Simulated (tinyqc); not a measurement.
Kinetic Monte Carlo and master equation for a particle on a ring of sites with traps and bias: one step, computed by the program tinyqc. Command: `OMP_NUM_THREADS=1 python tinyqc.py 3025003 3025004 out.jsonl kmc walk`. One thread of a shared host (Intel(R) Xeon(R) Processor @ 2.30GHz), about 0.06 s of CPU time with the checks.

5 sites on a ring, numbered 1 to 5. The saddle between i and i+1 lies at E0 + s b_i and site i at s eps_i; a force F tilts the landscape, with the saddle half-way.

Problem. Twelve steps of the residence-time algorithm. Start on site 1 at t = 0. Hop right if r1 is below the share right, else left; advance the clock by -ln(r2) times the mean stay.

Inputs (values chosen for the exercise, for a model defect): temperature T = 690 K.

Disorder: random barriers.

Random numbers:
```
step      r1      r2
1     0.6429  0.0267
2     0.8200  0.6688
3     0.3690  0.6823
4     0.7032  0.0674
5     0.0198  0.5010
6     0.3959  0.9268
7     0.7081  0.7179
8     0.6158  0.7761
9     0.0597  0.0382
10    0.3681  0.2415
11    0.2408  0.8848
12    0.7459  0.7933
```

Rates, shares of right hops and mean stays:
```
site  k right (1/s)  k left (1/s)  share right  mean stay (s)
1            912877       1277888    0.4166933   4.564615e-07
2           5337466        380718    0.9334198   1.748807e-07
3            928360       2226003    0.2943098   3.170212e-07
4           3877561        387175    0.9092148   2.344811e-07
5           3064095       1617146    0.6545476   2.136186e-07
```

Give: Trajectory.

Solution.

Trajectory:
```
step  site    hop   wait (s)  clock (s)  net hops
1        1   left  1.654e-06  1.654e-06        -1
2        5   left  8.593e-08  1.740e-06        -2
3        4  right  8.964e-08  1.829e-06        -1
4        5   left  5.762e-07  2.406e-06        -2
5        4  right  1.621e-07  2.568e-06        -1
6        5  right  1.624e-08  2.584e-06         0
7        1   left  1.513e-07  2.735e-06        -1
8        5  right  5.415e-08  2.789e-06         0
9        1  right  1.490e-06  4.280e-06         1
10       2  right  2.485e-07  4.528e-06         2
11       3  right  3.880e-08  4.567e-06         3
12       4  right  5.430e-08  4.621e-06         4
```
